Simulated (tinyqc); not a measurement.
# Junction parameters from two forward currents

Question. D(v) = J1 (exp(v/Vt) - 1) + J2 (exp(v/(2 Vt)) - 1). Find J1, J2 and the voltage 2 Vt ln(J2/J1) near which both parts are equal.

Values chosen for this exercise: temperature T = 358 K.

Constants: q = 1.602176634e-19 C, kB = 1.380649e-23 J/K, Vt = kB T/q. Results are converted to the units shown.

junction voltages (V): 0.34  0.7
currents (uA/um): 4.6982946e-6  0.0038231383

Solution. The current is linear in J1 and J2, so two points give two equations.

J1 = 3.10e-13 uA/um
J2 = 1.90e-8 uA/um
crossover = 0.680 V

Numbers from tinyqc (`OMP_NUM_THREADS=1 python tinyqc.py 2182030 2182031 out.jsonl`; about 0.2 s on one thread of a shared Intel Xeon 2.30GHz).
